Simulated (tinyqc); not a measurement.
MOS structure on a p-type body with a doping step, non-linear Poisson equation by Newton steps: course of the Newton iteration.

One dimension, insulator interface at x = 0, acceptor density N1 for x < x1 and Na beyond, net doping C = -(acceptor density). psi is counted from the intrinsic level: n = ni exp((psi - Vb)/Vt), p = ni exp(-psi/Vt); deep in the body psi_b = -Vt ln(Na/ni). The gate acts through Cox = eps0 eox/tox and has the potential psi_G = Vg - (phiM - chi - Vt ln(Nc/ni)). Boltzmann statistics, full ionisation, classical densities, no oxide or interface charge. Acceptors in real wide-gap material are deep and only partly ionised in the neutral body.

a_i = eps0 eps_r/h_i for the interval from node i to i + 1, with h_i = x_(i+1) - x_i in cm.

Start: A straight line in x from psi_G at node 0 to psi_b at the last node.

n_i = ni exp((psi_i - Vb)/Vt), p_i = ni exp(-psi_i/Vt), rho_i = p_i - n_i + C_i, g_i = (n_i + p_i)/Vt. Box widths w_i = (h_(i-1) + h_i)/2 in cm. Residual F_i = a_i (psi_(i+1) - psi_i) - a_(i-1) (psi_i - psi_(i-1)) + q rho_i w_i; Jacobian: a_(i-1) and a_i beside the diagonal, b_i = -a_(i-1) - a_i - q g_i w_i on it. Node 0 is free: w_0 = h_0/2, F_0 = a_0 (psi_1 - psi_0) + Cox (psi_G - psi_0) + q rho_0 w_0, b_0 = -a_0 - Cox - q g_0 w_0, with Cox = eps0 eox/tox, psi_G = Vg - (phiM - chi - Vt ln(Nc/ni)). The last node is fixed.

Solve the tridiagonal system a_(i-1) d_(i-1) + b_i d_i + a_i d_(i+1) = -F_i for nodes 0 to 13, with d = 0 on fixed nodes. Each component d is damped to sign(d) Vt ln(1 + |d|/Vt) before it is added.

Stop when the largest undamped |d| is below 1e-9 V, or after 80 iterations.

Parameters, values chosen for the exercise; band and dielectric values close to those of 4H silicon carbide:
```
symbol,value,unit,meaning
T,300,K,temperature
Eg,3.25,eV,band gap
eps_r,9.84,,relative permittivity
Nc,1.68e19,cm^-3,conduction-band density of states at T
Nv,2.48e19,cm^-3,valence-band density of states at T
chi,3.67,eV,electron affinity
Na,5.1e17,cm^-3,acceptor density deep in the body
eox,7.7,,relative permittivity of the gate insulator (close to silicon nitride)
tox,8.3,nm,insulator thickness
phiM,4.37,eV,gate work function
Vb,0,V,electron quasi-Fermi potential against the body
x1,34,nm,depth of the doping step
N1,2.6e18,cm^-3,acceptor density above the step
Vg,2.64,V,gate voltage against the body
```

Constants: q = 1.602176634e-19 C, kB = 1.380649e-23 J/K, Vt = kB T/q, eps0 = 8.8541878128e-14 F/cm where lengths are in cm. Results are converted to the units shown.

```
node	x (nm)	net doping C (cm^-3)
0	0	-2.6e18
1	0.5	-2.6e18
2	1.22	-2.6e18
3	2.27	-2.6e18
4	3.78	-2.6e18
5	5.97	-2.6e18
6	9.13	-2.6e18
7	13.7	-2.6e18
8	20.3	-2.6e18
9	29.9	-2.6e18
10	43.7	-5.1e17
11	63.7	-5.1e17
12	92.6	-5.1e17
13	134	-5.1e17
14	195	-5.1e17
```

ni = 1.02585e-8 cm^-3

Course of the iteration:
```
iteration	largest |F| (C/cm^2)	largest |d| (V)	at node
1	3.86e25	2.02	13
2	1.93e25	1.92	13
3	9.65e24	1.81	13
4	4.83e24	1.71	13
5	2.41e24	1.61	13
6	1.21e24	1.51	13
7	6.03e23	1.42	13
8	3.02e23	1.32	13
9	1.51e23	1.23	13
...	...	...	...
72	1.64e4	0.643	9
73	8180	0.575	9
74	4090	0.509	9
75	2040	0.447	9
76	1020	0.388	9
77	511	0.333	9
78	255	0.283	9
79	128	0.241	9
80	63.9	0.210	9
```

Did this iteration meet its convergence test, and what does its course show?

No. Not converged within 80 iterations. Over the last steps the residual falls unevenly, on average by a factor of about 0.91 a step (counting the largest step as the residual). A rerun with the same steps from the parabola start converges in 20 iterations.

Range of the model: On a fine mesh the surface electron density exceeds 0.3 Nc, so degeneracy and confinement would lower the charge and push it away from the interface.

Computed by the program tinyqc: `OMP_NUM_THREADS=1 python tinyqc.py 2080131 2080132 out.jsonl`, one thread of a shared Intel Xeon 2.30GHz, about 1 s for the whole run.
